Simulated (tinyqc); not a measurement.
Free and trapped electrons in a MOS channel with a dense trap tail: one step of the calculation.

p-type body, charge-sheet picture, full ionisation (an idealisation for deep acceptors), Boltzmann statistics for free electrons. e = Ec - EF at the surface. Acceptor-like traps of density D(E) = D0 + De exp(-E/Ew) at depth E below Ec, from 0 to Eu, hold n_t = integral of D(E)/(1 + exp((e - E)/Vt)). psi = Eg - Vt ln(Nv/Na) - e; N_dep = sqrt(2 eps0 eps_r Na (psi - Vt)/q); n_f = sqrt(N_dep^2 + 2 eps0 eps_r Vt Nc exp(-e/Vt)/q) - N_dep; Vg = Vfb + psi + q (N_dep + n_t + n_f)/Cox, Cox = eps0 eox/tox.

Task. Trapped charge. Trapezoid rule on 14 equal steps from 0 to Eu, f = 1/(1 + exp((e - E)/Vt)).

Values chosen for this exercise; band and dielectric values close to those of silicon: temperature T = 250 K; constant background density of acceptor-like traps D0 = 1.6e10 cm^-2 eV^-1; density of the tail at the conduction edge De = 4.4e12 cm^-2 eV^-1; decay energy of the tail Ew = 0.13 eV; depth below Ec down to which the traps reach Eu = 0.78 eV; Ec - EF at the surface e = 0.126 eV.

Constants: q = 1.602176634e-19 C, kB = 1.380649e-23 J/K, Vt = kB T/q. Results are converted to the units shown.

Give: E; D(E) f; n_t.

Result.

E, point 0 to 14 (eV): [0, 0.055714, 0.11143, 0.16714, 0.22286, 0.27857, 0.33429, 0.39000, 0.44571, 0.50143, 0.55714, 0.61286, 0.66857, 0.72429, 0.78000]
D(E) f, point 0 to 14 (cm^-2 eV^-1): [1.2698e10, 1.0630e11, 6.3478e11, 1.0734e12, 7.9949e11, 5.3176e11, 3.5225e11, 2.3506e11, 1.5871e11, 1.0896e11, 7.6561e10, 5.5452e10, 4.1700e10, 3.2742e10, 2.6907e10]
n_t = 2.3550e11 cm^-2

Computed by the program tinyqc: `OMP_NUM_THREADS=1 python tinyqc.py 2222107 2222108 out.jsonl`, one thread of a shared Intel Xeon 2.30GHz, about 0.02 s for the whole run.
